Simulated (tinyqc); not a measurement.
Body thickness for a wanted scale length.

Question. A double-gate structure has tan(pi ti/Lambda) tan(pi ts/(2 Lambda)) = ei/eps_r, both angles below pi/2. Find ts.

Values chosen for this exercise; permittivities: semiconductor close to that of In0.53Ga0.47As, insulator close to that of silicon nitride:
- eps_r = 13.7 (relative permittivity of the semiconductor)
- ei = 7.49 (relative permittivity of the insulator)
- ti = 0.9 nm (insulator thickness)

Lambda = 12.775388 nm

Solution. The condition is explicit in ts: an arctangent, taken between 0 and pi/2.

ts = 9.600 nm

Program tinyqc, `OMP_NUM_THREADS=1 python tinyqc.py 2420129 2420130 out.jsonl`; Intel Xeon 2.30GHz, shared host, one thread, about 0.01 s.
